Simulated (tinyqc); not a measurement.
Changing the length scale l: sheet resistance and Hall data of a diffused or implanted layer. Computed by tinyqc, a small Python program. Command: `OMP_NUM_THREADS=1 python tinyqc.py 3018684 3018685 out.jsonl layer sweep`. One thread of a shared host (Intel(R) Xeon(R) Processor @ 2.30GHz), about 0.1 s of CPU time with the checks.

Carriers are taken equal to the net active doping down to the junction (full ionisation, which deep dopants in wide-gap hosts do not reach; no spill-over, no depletion), and the Hall factor is 1.

Inputs (values chosen for the exercise, modelled on nitrogen in 4H-SiC):

| quantity | value | unit |
|---|---|---|
| mu_min | 41.9 | cm^2/(V s) |
| mu_max | 947 | cm^2/(V s) |
| N_ref | 1.9e+17 | 1/cm^3 |
| exponent alpha | 0.61 | - |
| peak concentration N_0 | 2.9e+20 | 1/cm^3 |
| background doping N_B (opposite type) | 2.4e+17 | 1/cm^3 |
| projected range R_p | 580 | nm |
| solubility limit N_s | 8.7e+19 | 1/cm^3 |

Profile: buried Gaussian (implant). Activation: limited by solubility.

Constants: e = 1.602176634e-19 C.

Method:
- N(x) = N_0 exp(-(x - R_p)^2/(2 l^2)) for x > 0, dose N_0 l sqrt(pi/2) erfc(-R_p/(l sqrt 2)), junction x_j = R_p + l sqrt(2 ln(N_0/N_B)); the layer starts at x_0 = max(0, 2 R_p - x_j).
- Mobility mu = mu_min + (mu_max - mu_min)/(1 + (N_t/N_ref)^alpha), N_t = active doping + N_B; carriers n = active doping - N_B, active doping min(N, N_s).
- Integrals from x_0 (0 unless stated) to x_j by the midpoint rule on 400 even intervals: 1/R_s = e int n mu dx; sheet density n_s = int n dx; Hall sheet density (int n mu dx)^2/int n mu^2 dx; Hall mobility int n mu^2 dx/int n mu dx.
- Mean conductivity 1/(R_s x_j); mean mobility 1/(e n_s R_s).

One run for each value:

| length scale l (nm) | sheet resistance R_s (ohm) | junction depth x_j (nm) | mean conductivity 1/(R_s x_j) (S/cm) |
|---|---|---|---|
| 42 | 62.26 | 738 | 217.6 |
| 77 | 33.96 | 870 | 338.4 |
| 140 | 18.68 | 1107 | 483.5 |
| 250 | 10.86 | 1522 | 605.2 |
| 460 | 7.21 | 2313 | 599.6 |
| 830 | 4.77 | 3707 | 565.0 |
| 1500 | 2.96 | 6231 | 541.7 |
| 2700 | 1.76 | 10752 | 527.3 |

Describe and explain the trends.

Over the rows, sheet resistance R_s (ohm) falls from 62.3 to 1.76 (exponent d ln y / d ln x -1.00 between the first rows and -0.88 between the last); junction depth x_j (nm) rises from 738 to 10800 (exponent d ln y / d ln x 0.27 between the first rows and 0.93 between the last); mean conductivity 1/(R_s x_j) (S/cm) goes from 218 through a maximum among these rows, 605 at 250, to 527. At the low end the exponent of sheet resistance R_s is -1.00, close to -1: the profile only stretches.

Extremes, crossings and ranges named in words are read from the listed rows.
